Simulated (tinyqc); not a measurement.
# Self-consistent Fermi level with native defects, at growth and after a quench, step by step

A worked calculation. Computed by tinyqc, a small Python program that keeps every step. Command: `OMP_NUM_THREADS=1 python tinyqc.py 3001686 3001687 out.jsonl scfermi walk`. One thread of a shared host (Intel(R) Xeon(R) Processor @ 2.30GHz), about 0.06 s of CPU time with the checks. Intermediate numbers are printed to about 6 digits and carried at full precision; extremes and crossings named in words are read from the listed rows.

Energies are counted from the top of the valence band (VBM); when the gap shrinks with temperature the conduction band moves and the levels stay. The added dopant is taken as fully ionised. D and A draw on one reservoir with opposite signs, as the two vacancies of a compound do.

Inputs (values chosen for the exercise, for a model semiconductor): gap E_g at 300 K = 2.04 eV; slope -dE_g/dT above 300 K = 0.00037 eV/K; electron mass m_e = 0.603 m_0; valleys M_c = 3; hole mass m_h = 0.73 m_0; E_f of the neutral native donor D = 0.77 eV; E_f of the neutral native acceptor A = 2.967 eV; shift s of the chemical potential = 0.088 eV; site density N_s = 2.3e+22 cm^-3; dopant density N_X = 1.3e+17 cm^-3; growth temperature T_g = 1080 K; temperature of use T = 300 K.

Added shallow dopant: donor.

levels of D above the VBM, most positive state first (eV): [1.11, 1.12, 1.3]

levels of A above the VBM, (0/-1) first (eV): [0.18, 0.484]

Constants: m_0 = 9.1093837015e-31 kg; k_B = 1.380649e-23 J/K; h = 6.62607015e-34 J s; k_B = 8.617333262e-05 eV/K.

## Formation energies at E_F = 0

E_f(D, 0) = input + s and E_f(A, 0) = input - s; E_f(q, E_F = 0) follows from the levels, eps(q/q-1) = E_f(q - 1) - E_f(q) at E_F = 0.

E_f(q, E_F = 0) (eV): D(+3) -2.672, D(+2) -1.562, D(+1) -0.442, D(0) 0.858, A(0) 2.879, A(-1) 3.059, A(-2) 3.543

## Bands at growth

E_g(T) = E_g - slope x max(0, T - 300 K). N_c = 2 M_c (2 pi m_e k_B T/h^2)^(3/2) and N_v = 2 (2 pi m_h k_B T/h^2)^(3/2), masses in units of m_0. At growth T = T_g.

E_g(T_g) = 1.7514 eV

N_c(T_g) = 2.40781e+20 cm^-3

N_v(T_g) = 1.06908e+20 cm^-3

k_B T_g = 0.0930672 eV

## Charges across the gap at T_g

n = N_c F_1/2((E_F - E_g)/k_B T), p = N_v F_1/2(-E_F/k_B T). F_1/2(eta) = (2/sqrt(pi)) int_0^infinity sqrt(x)/(1 + exp(x - eta)) dx, by the trapezoid rule in t = sqrt(x) with step 0.02 up to t = 12 (for eta < -12 by exp(eta) - exp(2 eta)/2^(3/2)). In equilibrium c_q = N_s exp(-(E_f(q, 0) + q E_F)/k_B T). Net charge = p - n + sum q c_q + N_X; the log ratio is ln(positive charge/negative charge). Entries near or above N_s lie outside the dilute limit and only show that E_F cannot go there.

Densities (cm^-3):
```
E_F (eV)            n            p  charge on D  charge on A  log ratio
0.088     4.16324e+12  3.67933e+19  1.19040e+34  3.23465e+08    49.4048
0.350     6.95095e+13  2.46721e+18  2.55818e+30  7.74042e+09    38.1443
0.613     1.17307e+15  1.47319e+17  5.33827e+26  7.97497e+11    26.8430
0.876     1.97966e+16  8.73328e+15  1.16896e+23  2.03391e+14    15.5811
1.138     3.30373e+17  5.23090e+14  5.82088e+19  5.63046e+16     5.0164
1.401     5.53309e+18  3.09954e+13  8.50350e+17  1.60296e+19    -3.0908
1.664     8.33451e+19  1.83662e+12  4.59016e+16  4.56530e+21   -10.1822
```

## Equilibrium at growth

E_F is the root of the log ratio, by 50 bisections between -0.5 eV and E_g + 0.5 eV.

E_F at growth = 1.29496 eV

n at growth = 1.78049e+18 cm^-3

p at growth = 9.68542e+13 cm^-3

Defects at growth:
```
state  E_f (eV)    c (cm^-3)
D(+3)   1.21289  5.03312e+16
D(+2)   1.02792  3.67246e+17
D(+1)   0.85296  2.40665e+18
D(0)    0.85800  2.27984e+18
A(0)    2.87900  8.45251e+08
A(-1)   1.76404  1.34870e+14
A(-2)   0.95308  8.20803e+17
```

total D = 5.10406e+18 cm^-3

total A = 8.20938e+17 cm^-3

The largest part of the positive charge comes from charged D (96 %) and that of the negative charge from electrons (52 %).

## After the quench to T

After a quench the totals of D and A stay as grown, and each is shared among its charge states with weights exp(-(E_f(q, 0) + q E_F)/k_B T).

E_F after the quench = 1.32240 eV

n after the quench = 3.10440e+07 cm^-3

p after the quench = 9.53358e-04 cm^-3

Frozen defects:
```
state    c (cm^-3)  share of its total
D(+3)  1.62525e+11         3.18424e-08
D(+2)  6.01232e+14         1.17795e-04
D(+1)  1.51067e+18         2.95975e-01
D(0)   3.59279e+18         7.03908e-01
A(0)   4.34930e-16         5.29796e-34
A(-1)  6.75853e+03         8.23269e-15
A(-2)  8.20938e+17         1.00000e+00
```

The material is semi-insulating, weakly n-type with 3.10e7 carriers per cm^3. Carriers of the sign that the dopant should give amount to 2.4e-8 % of its density. E_F lies within 0.87 k_B T of the level of D at 1.3 eV.

## Slow cooling against a quench

Each E_F by bisection; full equilibrium lets the defects form and vanish at every T.

Two histories (densities in cm^-3):
```
T (K)  E_F, equilibrium (eV)            n            p  all defects  E_F, frozen (eV)    n, frozen    p, frozen
920                  1.30391  3.17133e+17  6.04956e+12  1.11540e+18           1.34461  5.29676e+17  3.62062e+12
770                  1.34161  5.34911e+16  1.06552e+11  1.40801e+17           1.35775  6.82213e+16  8.35424e+10
610                  1.43386  8.89706e+15  6.46241e+07  6.26475e+16           1.34710  1.70781e+15  3.36677e+08
460                  1.51818  5.71689e+14  6.91435e+02  6.47234e+16           1.33473  5.58807e+12  7.07376e+04
300                  1.60635  1.82876e+12  1.61836e-08  6.49991e+16           1.32240  3.10440e+07  9.53358e-04
```

At 300 K equilibrium would leave 6.50e16 defects per cm^3 against 5.92e18 frozen in, and E_F differs by -0.284 eV. The majority density of the quenched sample is 1.7e-5 times the equilibrium one. Real samples lie between, set by the temperature at which diffusion stops.

Checks made by the program: neutrality at growth (relative difference below 1e-10).
